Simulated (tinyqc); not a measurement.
Charge neutrality level from zone-averaged pseudopotential bands: one step. The neutrality level. Three cases, with inputs chosen for the exercise.

Question. Energies are counted from the valence top at Gamma. E_N = (1/2) weighted mean of [E5 + (E3 + E4)/2]. Compare with half the smallest indirect gap, min(Delta/X, L)/2, and give the barrier for electrons in the limit of full pinning, min(gaps) - E_N.

Case 1.

Levels (eV):

| kx | ky | kz | weight | E3 | E4 | E5 | E6 |
|---|---|---|---|---|---|---|---|
| 0.166667 | 0.166667 | 0.166667 | 2 | -0.208944 | -0.208944 | 1.883704 | 4.757312 |
| 0.500000 | 0.166667 | 0.166667 | 6 | -1.184719 | -0.979151 | 2.912596 | 4.211431 |
| 0.500000 | 0.500000 | 0.166667 | 6 | -1.904315 | -0.735973 | 2.842559 | 4.836600 |
| 0.500000 | 0.500000 | 0.500000 | 1 | -0.703156 | -0.703156 | 1.496210 | 4.931962 |
| 0.833333 | 0.166667 | 0.166667 | 6 | -2.192800 | -1.541852 | 2.464064 | 3.769677 |
| 0.833333 | 0.500000 | 0.166667 | 6 | -2.514135 | -1.582506 | 3.996930 | 4.424410 |

gaps to Gamma, Delta/X, L (eV): 0.461683  2.051282  1.496210

Case 2.

Levels (eV):

| kx | ky | kz | weight | E3 | E4 | E5 | E6 |
|---|---|---|---|---|---|---|---|
| 0.166667 | 0.166667 | 0.166667 | 2 | -0.294732 | -0.294732 | 2.479462 | 4.923744 |
| 0.500000 | 0.166667 | 0.166667 | 6 | -1.575963 | -1.315736 | 2.991180 | 4.650913 |
| 0.500000 | 0.500000 | 0.166667 | 6 | -2.490813 | -0.979050 | 3.113763 | 4.934388 |
| 0.500000 | 0.500000 | 0.500000 | 1 | -0.925433 | -0.925433 | 1.653976 | 4.892167 |
| 0.833333 | 0.166667 | 0.166667 | 6 | -2.898650 | -2.025767 | 2.158002 | 3.688645 |
| 0.833333 | 0.500000 | 0.166667 | 6 | -3.284705 | -2.124299 | 4.235016 | 4.462126 |

gaps to Gamma, Delta/X, L (eV): 1.486992  1.688411  1.653976

Case 3.

Levels (eV):

| kx | ky | kz | weight | E3 | E4 | E5 | E6 |
|---|---|---|---|---|---|---|---|
| 0.166667 | 0.166667 | 0.166667 | 2 | -0.295501 | -0.295501 | 2.518467 | 4.964287 |
| 0.500000 | 0.166667 | 0.166667 | 6 | -1.582005 | -1.321449 | 3.014904 | 4.696302 |
| 0.500000 | 0.500000 | 0.166667 | 6 | -2.503040 | -0.982481 | 3.148033 | 4.960834 |
| 0.500000 | 0.500000 | 0.500000 | 1 | -0.928615 | -0.928615 | 1.684762 | 4.925378 |
| 0.833333 | 0.166667 | 0.166667 | 6 | -2.916075 | -2.035349 | 2.168433 | 3.709846 |
| 0.833333 | 0.500000 | 0.166667 | 6 | -3.305013 | -2.136019 | 4.262284 | 4.488916 |

gaps to Gamma, Delta/X, L (eV): 1.532542  1.691265  1.684762

Give: mean of E5; mean of (E3 + E4)/2; E_N; half the indirect gap; pinned barrier for electrons.

Answer.

Case 1.

mean of E5 = 2.9096 eV
mean of (E3 + E4)/2 = -1.4455 eV
E_N = 0.7321 eV
half the indirect gap = 0.7481 eV
pinned barrier for electrons = -0.2704 eV

E_N lies above the conduction edge by 0.270 eV, since the narrow lowest valley has little weight in the zone mean; surfaces then accumulate electrons. The two estimates differ by 0.02 eV; both rules are good to a few tenths of an eV only, so a position within that distance of a band edge or of mid-gap is not settled. Local form factors place the indirect gaps only to a few tenths of an eV, and E_N moves with them. Spin-orbit coupling, left out, would lift the valence top by a third of its splitting.

Case 2.

mean of E5 = 3.0222 eV
mean of (E3 + E4)/2 = -1.9111 eV
E_N = 0.5556 eV
half the indirect gap = 0.8270 eV
pinned barrier for electrons = 0.9314 eV

E_N lies at 37 % of the gap from the valence top, so pinned contacts have the lower barrier for holes. The two estimates differ by 0.27 eV; both rules are good to a few tenths of an eV only, so a position within that distance of a band edge or of mid-gap is not settled. Local form factors place the indirect gaps only to a few tenths of an eV, and E_N moves with them. Spin-orbit coupling, left out, would lift the valence top by a third of its splitting.

Case 3.

mean of E5 = 3.0475 eV
mean of (E3 + E4)/2 = -1.9209 eV
E_N = 0.5633 eV
half the indirect gap = 0.8424 eV
pinned barrier for electrons = 0.9692 eV

E_N lies at 37 % of the gap from the valence top, so pinned contacts have the lower barrier for holes. The two estimates differ by 0.28 eV; both rules are good to a few tenths of an eV only, so a position within that distance of a band edge or of mid-gap is not settled. Local form factors place the indirect gaps only to a few tenths of an eV, and E_N moves with them. Spin-orbit coupling, left out, would lift the valence top by a third of its splitting.

Computed by tinyqc, one run a case: `OMP_NUM_THREADS=1 python tinyqc.py N N+1 out.jsonl` with N = 1880775, 1880780, 1880840; one thread of a shared Intel(R) Xeon(R) Processor @ 2.30GHz, about 0.08 s a run at most.
